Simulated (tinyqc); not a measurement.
Inside a calculation. Method: geometry optimisation on the RHF/sto-6g surface (energies and gradients from PySCF), for BeH2, spin multiplicity 1. One step of it, computed by the program tinyqc.

Task: Step 2: move. Quasi-Newton step p = -H^(-1) g (the inverse Hessian comes from BFGS updates; coordinates in the order x, y, z of each atom); steps longer than 0.3 bohr are cut back.

positions after step 1 (bohr):
```
,x,y,z
1Be,-0.068476,0.048603,0.056159
2H,0.006863,2.465961,0.031842
3H,-0.093345,-2.348267,-0.055875
```

gradient (hartree/bohr):
```
,x,y,z
1Be,-0.00109795,-0.00479801,0.00263937
2H,0.00048153,-0.00193716,-0.00146102
3H,0.00061642,0.00673517,-0.00117835
```

inverse Hessian in use (bohr^2/hartree), lower triangle:
```
,1,2,3,4,5,6,7,8,9
1,1.005335
2,0.043826,1.179311
3,-0.011286,-0.106270,1.022854
4,-0.002432,-0.019166,0.005204,1.001105
5,-0.000082,0.082976,0.006456,-0.000336,0.961270
6,0.006637,0.058594,-0.013734,-0.003043,-0.001989,1.008165
7,-0.002904,-0.024660,0.006082,0.001327,0.000419,-0.003594,1.001577
8,-0.043744,-0.262287,0.099814,0.019503,-0.044246,-0.056605,0.024241,1.306533
9,0.004649,0.047676,-0.009120,-0.002161,-0.004467,0.005569,-0.002487,-0.043210,1.003551
```

Give: positions after step 2.

Result:

positions after step 2 (bohr):
```
,x,y,z
1Be,-0.0668,0.0567,0.0522
2H,0.0061,2.4685,0.0340
3H,-0.0943,-2.3589,-0.0541
```
